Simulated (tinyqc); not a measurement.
## Depth and level of a trap from the time ratio

Question. For an oxide trap tc/te = exp(E/Vt) with E = E0 - dpsi - (xt/tox)(Vg - VT - dpsi), dpsi being the rise of the surface potential above its value at threshold. Find xt and E0, and the depth that would be read if dpsi were ignored.

Inputs (values chosen for the exercise): temperature T = 300 K; insulator thickness tox = 2 nm.

Constants: q = 1.602176634e-19 C, kB = 1.380649e-23 J/K, Vt = kB T/q. Results are converted to the units shown.

Vg - VT (V): [0.77, 0.92]
tc/te: [2.0529716, 0.25108350]
dpsi (V): [0.090310544, 0.095343455]

Solution. E + dpsi is a straight line in the oxide voltage Vg - VT - dpsi with slope -xt/tox and intercept E0. Ignoring dpsi assigns the motion of the bands to the trap and overstates its depth.

xt = 0.6800 nm
E0 = 0.3400 eV
depth read without dpsi = 0.7243 nm

Computed by the program tinyqc: `OMP_NUM_THREADS=1 python tinyqc.py 2710075 2710076 out.jsonl`, one thread of a shared Intel Xeon 2.30GHz, about 0.01 s for the whole run.
